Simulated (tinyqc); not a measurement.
Tunnelling through a thin dielectric with one trap, as a tight-binding chain: one step. Scales. Two cases, with inputs chosen for the exercise.

Question. Form t, ka, q a, and the level of the trap in an endless barrier, Eb = phi + 2t - sqrt(4 t^2 + U^2).

Hopping -t everywhere, t = c/(m a^2), c = hbar^2/2m0; lead sites at 2t (band bottom 0), barrier sites 1 to N at 2t + phi, and site j has U besides. No voltage. Leads give S = -t exp(ika) on sites 1 and N, cos(ka) = 1 - E/(2t). T = (2 t sin(ka))^2 |G_1N|^2, G = (E - H - S)^-1. In the barrier cosh(q a) = 1 + (phi - E)/(2t).

Constants: hbar^2/2m0 = 3.80998211 eV angstrom^2.

Give: t; ka; q a; Eb.

Case 1.

Values chosen (barrier and mass of the size used for SiO2 on silicon; shifted at random, so the results belong to these values and not to a real crystal): a = 3 angstrom (site spacing); m = 0.46 m0 (mass, the same in leads and barrier); phi = 3.09 eV (conduction edge of the barrier above that of the leads); U = -3.43 eV (extra energy on the trap site); E = 1.23 eV (electron energy).

Answer.

t = 0.9203 eV
ka = 1.23266 rad
q a = 1.32303
Eb = 1.0379 eV

Case 2.

Values chosen (barrier and mass of the size used for Si3N4 on silicon; shifted at random, so the results belong to these values and not to a real crystal): a = 3 angstrom (site spacing); m = 0.42 m0 (mass, the same in leads and barrier); phi = 2.26 eV (conduction edge of the barrier above that of the leads); U = -3.04 eV (extra energy on the trap site); E = 0.39 eV (electron energy).

Answer.

t = 1.0079 eV
ka = 0.63253 rad
q a = 1.27414
Eb = 0.6282 eV

Computed by tinyqc, one run a case: `OMP_NUM_THREADS=1 python tinyqc.py N N+1 out.jsonl` with N = 1450928, 1451527; one thread of a shared Intel(R) Xeon(R) Processor @ 2.30GHz, about 0.08 s a run at most.
